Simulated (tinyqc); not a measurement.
One point for the whole zone: special k points of the fcc lattice.

Lattice vectors in units of a: a1 = (0, 1/2, 1/2), a2 = (1/2, 0, 1/2), a3 = (1/2, 1/2, 0); reciprocal vectors b_i with a_i . b_j = 2 pi delta_ij. Mesh: k = sum_i f_i b_i with f_i = (2 j_i + shift)/(2 N), j_i = 0 .. N-1. The point group of the lattice has 48 operations; only those that map the mesh onto itself are used.

A_m(k) = sum over the m-th star of lattice vectors R of cos(k . R), stars in order of length: m = 1: |R|^2 = 0.5, 12 vectors, such as (1, 0, 0) in the basis a_i; m = 2: |R|^2 = 1, 6 vectors, such as (1, 1, -1) in the basis a_i; m = 3: |R|^2 = 1.5, 24 vectors, such as (2, 0, -1) in the basis a_i; m = 4: |R|^2 = 2, 12 vectors, such as (2, 0, 0) in the basis a_i; m = 5: |R|^2 = 2.5, 24 vectors, such as (2, 1, -1) in the basis a_i; m = 6: |R|^2 = 3, 8 vectors, such as (3, -1, -1) in the basis a_i. The zone mean of every A_m is zero.

Test function, the lower band of a two-band insulator: E(k) = -sqrt(D^2 + (e0 - t A_1(k))^2).

Parameters, chosen for this exercise (out of a larger set: the lattice of Si, GaAs, Cu and Al; not measured data):
- D = 2.75 eV (half gap term)
- t = 0.5 eV (coupling)
- e0 = 3.31 eV (offset)

The mean-value (Baldereschi) point is taken at k = (2 pi/a) (0.6223, 0.2953, 0), that is f = (0.1477, 0.3111, 0.4588); the reference is the mesh with N = 24.

Single points:
```
point                     A_1     A_2     A_3     A_4   E (eV)
Gamma                  12.000   6.000  24.000  12.000  -3.8469
mean-value point        0.000   0.000  -4.405  -3.192  -4.3032
zone-face centre b1/2   0.000  -6.000   0.000  12.000  -4.3033
```

reference mean = -4.5302 eV

The mean-value point makes A_1 and A_2 vanish. Its error is +227 meV, against +683 meV at Gamma and +227 meV at b1/2. E is not linear in A_1; its powers hold sums of nearest vectors and a non-zero mean, so this point is not exact. A_1 has the same value at b1/2, and E depends on A_1 alone, so this test cannot tell the two points apart.

tinyqc: `OMP_NUM_THREADS=1 python tinyqc.py 1652536 1652537 out.jsonl`; about 0.3 s, one thread, shared Intel(R) Xeon(R) Processor @ 2.30GHz.
